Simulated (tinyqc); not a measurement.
From results back to parameters: Tamm state at the end of a one-band chain. Four cases, with inputs chosen for the exercise.

Problem. The end state of a chain with hopping -t and end-site shift D has E = D + t^2/D and weight 1 - (t/D)^2 on the end site. The values below come from hidden t and D.

Case 1.

E = 4.250000 eV
weight = 0.822715

Case 2.

E = 2.385053 eV
weight = 0.744709

Case 3.

E = -6.845497 eV
weight = 0.845616

Case 4.

E = 2.899516 eV
weight = 0.830840

Find: D, t.

Solution. With (t/D)^2 = 1 - w, E = D (2 - w), which gives D, and t = |D| sqrt(1 - w).

Case 1.

D, t (eV): 3.610  1.520

Case 2.

D, t (eV): 1.900  0.960

Case 3.

D, t (eV): -5.930  2.330

Case 4.

D, t (eV): 2.480  1.020

Computed by tinyqc, one run a case: `OMP_NUM_THREADS=1 python tinyqc.py N N+1 out.jsonl` with N = 1451797, 1451798, 1452205, 1452291; one thread of a shared Intel(R) Xeon(R) Processor @ 2.30GHz, about 0.01 s a run at most.
